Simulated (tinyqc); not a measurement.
What moves the results: defect, radiative and Auger recombination at equal electron and hole densities (ABC model). A value that a table varies takes the place of the one given here.

J/(e d) = Ae n + B n^2 + C n^3 with Ae = A + 4 S/w (four side walls, carriers spread evenly), e = 1.602176634e-19 C, lengths in cm; internal efficiency IQE = B n^2/(Ae n + B n^2 + C n^3); all injected carriers recombine in the layer.

Values chosen for the exercise (orders of magnitude like those quoted for GaN; shifted at random, so the results belong to these values and not to a real crystal):
```
symbol  value    unit        meaning
A       2500000  1/s         defect rate
B       1.3e-12  cm^3/s      radiative coefficient
C       1.4e-31  cm^6/s      Auger coefficient
S       0        cm/s        recombination velocity of the side walls
w       58       micrometre  side of the square mesa
d       2.4      nm          active thickness
S2      350      cm/s        recombination velocity of the side walls in this comparison
J       0.08     A/cm^2      current density
```

## Efficiency against current

The slope is d ln(B n^2)/d ln J = 2 (Ae + B n + C n^2)/(Ae + 2 B n + 3 C n^2).

Results:
```
J (A/cm^2),n (1/cm^3),IQE,slope,differential lifetime (ns)
0.0020,2.06e+16,0.0106,1.979,392
0.0070,7.02e+16,0.0352,1.931,372
0.030,2.72e+17,0.124,1.769,309
0.10,7.36e+17,0.271,1.522,215
0.40,1.90e+18,0.451,1.223,112
2.0,4.57e+18,0.523,0.982,43.2
7.0,8.14e+18,0.473,0.868,19.4
30,1.48e+19,0.367,0.788,7.49
1.0e+02,2.35e+19,0.277,0.747,3.38
4.0e+02,3.90e+19,0.190,0.717,1.34
```

IQE peaks at 0.524 for J = 1.71 A/cm^2, where the slope passes 1. It is 0.0106 at the lowest current and 0.19 at the highest, a droop of 64 %. The slope runs from 1.98 to 0.72; its limits are 2 (defects alone), 1 (radiation alone) and 2/3 (Auger alone).

## Shrinking the mesa

S = S2; w takes the values listed.

Results:
```
w (micrometre),Ae (1/s),IQE_max,J at the peak (A/cm^2),IQE at J
200,2.57e+06,0.520,1.76,0.232
100,2.64e+06,0.517,1.82,0.225
50,2.78e+06,0.510,1.95,0.211
20,3.20e+06,0.493,2.32,0.175
10,3.90e+06,0.468,2.98,0.132
5,5.30e+06,0.430,4.40,0.0808
2,9.50e+06,0.360,9.41,0.0283
1,1.65e+07,0.300,19.7,0.00974
```

The walls equal the bulk defect rate at w = 4 S/A = 5.6 micrometre. From 200 to 1 micrometre the peak efficiency falls from 0.52 to 0.3 and moves to a current 11.1 times higher; at the fixed J the efficiency goes from 0.232 to 0.00974. For large w diffusion to the walls, left out here, would limit the loss.

## Spreading the carriers over a thicker layer

d is multiplied by the factor listed, at the same J.

Results:
```
factor,n (1/cm^3),defect,radiative,Auger
0.10,2.84e+18,0.341,0.504,0.154
0.20,1.90e+18,0.457,0.451,0.0923
0.50,1.04e+18,0.625,0.338,0.0378
1.0,6.19e+17,0.744,0.240,0.0160
2.0,3.50e+17,0.841,0.153,0.00577
5.0,1.54e+17,0.925,0.0740,0.00123
10,7.99e+16,0.960,0.0399,0.000343
20,4.07e+16,0.979,0.0207,9.10e-05
```

The best factor listed is 0.1 (IQE 0.5043); the optimum factor equals J/J_peak = 0.0469, a layer of 0.113 nm (too thin to grow, so J would have to rise instead), since only J/d matters and the peak value 0.524 does not depend on d. A thicker layer trades Auger loss (0.154 to 9.1e-05) for defect loss (0.341 to 0.979).

## What moves the efficiency

IQE_max = Q/(Q + 2) with Q = B/sqrt(Ae C), reached at n = sqrt(Ae/C). Each row changes one parameter from the base and keeps the others.

Results:
```
case,n (1/cm^3),IQE,IQE_max,J at the peak (A/cm^2)
base,6.194e+17,0.2397,0.5235,1.71
A = 5000000 1/s,3.775e+17,0.08906,0.4372,4.08
B = 1.95e-12 cm^3/s,5.692e+17,0.3036,0.6224,2.15
C = 2.8e-31 cm^6/s,6.119e+17,0.2339,0.4372,1.02
d = 4.8 nm,3.500e+17,0.1531,0.5235,3.41
J = 0.24 A/cm^2,1.372e+18,0.3923,0.5235,1.71
```

The largest shifts from the base row, up to three for each result and ties (the steps differ in size, so this ranks the rows, not the parameters). n (1/cm^3): J +7.53e+17, d -2.69e+17, A -2.42e+17. IQE: J +0.153, A -0.151, d -0.0866. IQE_max: B +0.0988, A -0.0863, C -0.0863; unchanged at the printed digits by d and J. J at the peak (A/cm^2): A +2.38, d +1.71, C -0.684; unchanged at the printed digits by J.

tinyqc: `OMP_NUM_THREADS=1 python tinyqc.py 1680796 1680797 out.jsonl`; about 0.01 s, one thread, shared Intel(R) Xeon(R) Processor @ 2.30GHz.
